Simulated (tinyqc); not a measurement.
## Phonon and roughness prefactors from two fields

Inverse problem. At 300 K and high field 1/mu = E^(1/3)/Ap + E^gs/As, E in MV/cm. Find Ap and As.

Parameters, values chosen for the exercise:
- gs = 2 (exponent of the roughness term)

mu at E = 0.52 and 0.93 MV/cm (cm^2/(V s)): 527.12343  367.37229

Answer. Two linear equations in 1/Ap and 1/As.

Ap = 477 cm^2/(V s)
As = 1.28e3 cm^2/(V s)

Numbers from tinyqc (`OMP_NUM_THREADS=1 python tinyqc.py 2510089 2510090 out.jsonl`; about 0.01 s on one thread of a shared Intel Xeon 2.30GHz).
